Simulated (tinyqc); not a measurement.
Pariser-Parr-Pople SCF with singles CI, for the molecule C=CC=CC(=O)C=O (SMILES; centres numbered as the heavy atoms are written), step by step. One step of it, computed by the program tinyqc.

Problem. Singles CI, singlets. Over the 9 single excitations with the smallest orbital gaps: A = (e_a - e_i) delta + 2 (ia|jb) - (ij|ab), with (pq|rs) = sum c_mp c_mq gamma_mn c_nr c_ns. f = 2/3 w |mu|^2 in atomic units, mu = sqrt2 sum c_ia sum_m c_mi c_ma R_m.

orbital energies (eV): -14.381475  -12.832069  -12.129327  -9.934526  -3.720697  -2.154815  -0.015854  1.352711

coefficients:
```
         MO1        MO2        MO3        MO4        MO5        MO6        MO7        MO8
1C  0.064129   0.330422  -0.267257  -0.529561  -0.375790  -0.443250  -0.415369   0.156934
2C  0.126852   0.485488  -0.342576  -0.367140   0.111712   0.311663   0.554311  -0.281400
3C  0.221645   0.476458  -0.212786   0.347581   0.418743   0.257561  -0.395838   0.399249
4C  0.337963   0.322984   0.026613   0.545315  -0.182188  -0.453089   0.059465  -0.491292
5C  0.536970   0.029559   0.303422   0.024777  -0.413938   0.087238   0.368979   0.550464
6O  0.434028   0.017720   0.575287  -0.406177   0.467881  -0.083394  -0.192147  -0.229311
7C  0.431818  -0.315262  -0.245374  -0.017244  -0.336832   0.521315  -0.386273  -0.345262
8O  0.391493  -0.472456  -0.531037  -0.026486   0.366130  -0.385271   0.194196   0.143589
```

repulsion gamma_rs (eV), lower triangle:
```
           1C         2C         3C         4C         5C         6O         7C         8O
1C  11.130000
2C   5.345492  11.130000
3C   3.872583   5.346604  11.130000
4C   2.881271   3.872583   5.345492  11.130000
5C   2.343731   2.880984   3.871591   5.343930  11.130000
6O   2.344667   2.720240   3.697852   4.092223   5.775460  15.200000
7C   1.946781   2.343731   2.880846   3.871591   5.345492   4.092701  11.130000
8O   1.720696   2.000992   2.422587   3.001062   4.092703   3.842578   5.775461  15.200000
```

Centres (angstrom, eV; a flat drawing with bonds scaled to 1.40 angstrom):
```
centre          x          y  core charge z          W   gamma_rr
1C       3.781000   0.262000              1  11.160000  11.130000
2C       2.602000  -0.493000              1  11.160000  11.130000
3C       1.359000   0.150000              1  11.160000  11.130000
4C       0.180000  -0.605000              1  11.160000  11.130000
5C      -1.064000   0.039000              1  11.160000  11.130000
6O      -1.128000   1.437000              1  17.700000  15.200000
7C      -2.243000  -0.716000              1  11.160000  11.130000
8O      -3.486000  -0.073000              1  17.700000  15.200000
```

Give: singlet CI matrix; singlet excitation energies; oscillator strengths.

Solution.

singlet CI matrix (eV), lower triangle:
```
        4>5     4>6     3>5     2>5     4>7     3>6    1>5    2>6
4>5   3.749
4>6   0.170   5.180
3>5  -0.122   0.046   5.815
2>5  -0.213   0.027   0.033   6.237
4>7   0.181   0.137   0.309  -0.295   6.749
3>6  -0.152   0.361  -0.017   0.020   0.083   7.015
1>5  -0.210   0.241   0.026  -0.133   0.009   0.176  7.639
2>6   0.273  -0.125   0.204  -0.162  -0.235   0.153  0.131  7.871
4>8   0.016   0.037   0.093   0.293   0.069  -0.072  0.398  0.327

       4>8
4>8  7.980
```

singlet excitation energies (eV): 3.646  5.110  5.654  6.078  6.914  7.025  7.551  7.781  8.477

oscillator strengths: 0.669  0.607  0.122  0.217  0.089  0.034  0.172  0.121  0.330
